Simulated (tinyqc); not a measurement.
Growth of a silicide layer between metal and silicon: linear-parabolic kinetics, ramp anneals and Kissinger analysis: one step, computed by the program tinyqc. Command: `OMP_NUM_THREADS=1 python tinyqc.py 3003417 3003418 out.jsonl silicide walk`. One thread of a shared host (Intel(R) Xeon(R) Processor @ 2.30GHz), about 0.09 s of CPU time with the checks.

One compound layer of thickness x grows by diffusion through itself and reaction at an interface, dx/dt = 1/(2x/K + 1/v), until the metal is used up at x = a h.

Question. Ramp anneal. K = K0 exp(-E/(k_B T)), v = v0 exp(-E_v/(k_B T)). Temperatures in kelvin are T(C) + 273.15. Ramp from x = 0 at 100 C at the rate beta: dx/dT = (1/beta)/(2x/K + 1/v), integrated adaptively (tolerance 1e-9) until x = a h at T_f.

Inputs (values chosen for the exercise, modelled on TiSi2):
```
quantity                                 value    unit
prefactor of the parabolic constant K  7.3e+10  nm^2/s
activation energy E of K                  1.74      eV
prefactor of the interface velocity v  5.4e+10    nm/s
activation energy E_v                     1.91      eV
ramp rate beta                               3     C/s
```

final thickness = 27.61 nm

Constants: k_B = 8.617333262e-05 eV/K.

Give: completion temperature T_f.

Answer.

completion temperature T_f = 702.7 C
